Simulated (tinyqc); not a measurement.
# Doping from resistivity

Problem. A uniform, uncompensated and fully ionised sample has rho = 1/(q N mu), mu = m1 + (m2 (T/300 K)^(-bt) - m1)/(1 + (N/Nr)^am). Find N, mu and the diffusion coefficient mu Vt.

Values chosen for this exercise:
- T = 400 K (temperature)
- m1 = 44.1 cm^2/(V s) (mobility limit at high doping)
- m2 = 485 cm^2/(V s) (mobility limit at low doping, at 300 K)
- Nr = 2.17e17 cm^-3 (reference doping of the mobility law)
- am = 0.734 (exponent of the mobility law)
- bt = 2.1 (temperature exponent of m2)

Constants: q = 1.602176634e-19 C, kB = 1.380649e-23 J/K, Vt = kB T/q. Results are converted to the units shown.

resistivity = 0.37009151 ohm cm

Answer. With am below 1 the product N mu rises steadily with N, so one doping matches; it is found by iterating N = 1/(q rho mu(N)).

N = 8.900e16 cm^-3
mu = 189.5 cm^2/(V s)
diffusion coefficient = 6.532 cm^2/s

tinyqc, about 0.01 s, one thread, Intel Xeon 2.30GHz (shared host): `OMP_NUM_THREADS=1 python tinyqc.py 2110064 2110065 out.jsonl`
